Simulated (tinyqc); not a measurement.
# Circuit elements from the admittance matrix

Question. Y belongs to a common-source circuit with y11 = i w (Cgs + Cgd), y12 = -i w Cgd, y21 = gm - i w Cgd, y22 = gds + i w (Cgd + Cd) and a resistance Rg in series with the gate; w = 2 pi f. Find Rg, Cgs + Cgd, Cgd, gm, gds and Cd.

Parameters, values chosen for the exercise:

| symbol | value | unit | meaning |
|---|---|---|---|
| f | 5 | GHz | signal frequency |

Y with Rg (mS):
```
                         1                        2
1   0.05893905+3.94720275i  -0.01650857-1.10559411i
2  39.74267982-1.69927242i   2.47272624+2.40303160i
```

Solution. 1/Y11 = Rg + 1/(i w (Cgs + Cgd)) gives Rg; removing it from Z11 returns the inner y, whose parts are read off.

Rg = 3.78 ohm
Cgs + Cgd = 126 fF
Cgd = 35.2 fF
gm = 39.8 mS
gds = 2.47 mS
Cd = 36.0 fF

tinyqc, about 0.01 s, one thread, Intel Xeon 2.30GHz (shared host): `OMP_NUM_THREADS=1 python tinyqc.py 2150117 2150118 out.jsonl`
